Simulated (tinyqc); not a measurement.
Dispersion: Heisenberg magnet: exchange from energy differences, ordering vector, linear spin waves and ordering temperature. Computed by tinyqc, a small Python program. Command: `OMP_NUM_THREADS=1 python tinyqc.py 3018363 3018364 out.jsonl magnon walk`. One thread of a shared host (Intel(R) Xeon(R) Processor @ 2.30GHz), about 0.02 s of CPU time with the checks.

H = -sum over pairs <ij> J_ij S_i.S_j - K sum_i (S_i^z)^2, each pair once, J > 0 ferromagnetic. First neighbours: 4 at a (1, 0), second: 4 at a (1, 1), with all permutations and signs.

Inputs (values chosen for the exercise, for a model magnet): exchange J1 = 10.4 meV; exchange J2 = 0.43 meV; spin S = 1.5; single-ion anisotropy K = 0.029 meV; lattice constant a = 4.3 angstrom.

Lattice: square. Order: ferromagnetic.

Method:
- g_s(q) = sum over shell s of cos(q.R), z1 = g1(0). E(q) = S [J(0) - J(q)] + (2S - 1) K, J(q) = J1 g1 + J2 g2. The factor 2S - 1 removes the anisotropy for S = 1/2.
- sum R_x^2 over the shells is s1 = 2 a^2 and s2 = 4 a^2. E = gap + D q^2 with D = (S/2)(J1 s1 + J2 s2) and gap = (2S - 1) K.
- J(q) = J1 g1(q) + J2 g2(q), g_s(q) = sum over shell s of cos(q.R).

gap = 0.058 meV

stiffness D = 312.2961 meV angstrom^2

Energies (meV); X = (0.5, 0), M = (0.5, 0.5) in 2 pi/a:
```
line  fraction of the way    E(q)  gap + D q^2
G-X                  0.10    1.71         1.72
G-X                  0.25    9.95        10.48
G-X                  0.50   33.84        41.73
G-X                  0.75   57.72        93.83
G-X                  1.00   67.62       166.76
G-M                  0.10    3.36         3.39
G-M                  0.25   19.62        20.90
G-M                  0.50   65.04        83.41
G-M                  0.75  107.87       187.59
G-M                  1.00  124.86       333.45
```

What does the comparison show, and why?

At the end of the G-X rows the long-wave form is 2.47 times the true energy. At the end of the G-M rows the long-wave form is 2.67 times the true energy. It holds to 5 % in 2 of the ten rows; nearer the zone boundary the cosine flattens the band.
